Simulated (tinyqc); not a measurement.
Worked calculation: four-band model of biased bilayer graphene near K. Values are carried at full precision from step to step, so a last printed digit may differ when a step is redone from the rounded ones.

Constants: hbar^2/2m0 = 3.80998211 eV angstrom^2.

Parameters, chosen for this exercise (near those used for Bernal bilayer graphene; the results hold for these values, not for the real material): a = 2.46 angstrom (lattice constant); g0 = 2.75 eV (hopping in a layer); g1 = 0.414 eV (hopping of the dimer sites); g3 = 0 eV (skew hopping A1-B2); g4 = 0 eV (skew hopping A1-A2); U = 0.37 eV (potential difference of the layers); k = (0.006, 0.028) 1/angstrom (wave vector from K).

## Velocities and mass

v_j = (sqrt3/2) a g_j; low-energy mass m/m0 = c g1/v0^2 with c = hbar^2/2m0; crossover wave vector g1/(2 v0).

v0, v3, v4 (eV angstrom): 5.8587  0.0000  0.0000

mass = 0.04595 m0
crossover = 0.03533 1/angstrom

## H at one k

Basis A1, B1, A2, B2, with B1 below A2; p = kx + i ky, v_j = (sqrt3/2) a g_j. Diagonal -U/2, -U/2, U/2, U/2; <A1|B1> = <A2|B2> = v0 p*, <B1|A2> = g1, <A1|B2> = v3 p, <A1|A2> = <B1|B2> = -v4 p*.

Fill in the matrix.

H (eV), lower triangle (Hermitian):
```
                A1       B1              A2      B2
A1         -0.1850
B1  0.0352+0.1640i  -0.1850
A2               0   0.4140          0.1850
B2               0        0  0.0352+0.1640i  0.1850
```

## Levels and layer polarisation

Diagonalise; the weight on layer 1 is that of A1 and B1.

levels (eV): -0.5241  -0.1466  0.1466  0.5241

weights:
```
    band 1  band 2  band 3  band 4
A1   0.148   0.808   0.030   0.013
B1   0.607   0.042   0.119   0.232
A2   0.232   0.119   0.042   0.607
B2   0.013   0.030   0.808   0.148
```

weight on layer 1: 0.755  0.850  0.150  0.245

Band 2 has 85 % of its weight on layer 1, the layer of lower potential, and band 3 has 15 %; the dimer sites hold 16 % of band 3.

## The Mexican hat (g3 = g4 = 0)

At K the levels are -/+ U/2 and -/+ sqrt(g1^2 + U^2/4). The smallest gap, U g1/sqrt(U^2 + g1^2), lies on a ring of radius kg = (U/2 v0) sqrt((2 g1^2 + U^2)/(g1^2 + U^2)), v0 = (sqrt3/2) a g0; the height of the hat is U/2 less half that gap.

gap = 0.2759 eV
kg = 0.03939 1/angstrom
height of the hat = 47.06 meV

## Checks

- Gap on the ring from the formula against the matrix: both 0.275879.

Program tinyqc; command `OMP_NUM_THREADS=1 python tinyqc.py 1480969 1480970 out.jsonl`; about 0.09 s on one thread of a shared Intel(R) Xeon(R) Processor @ 2.30GHz.
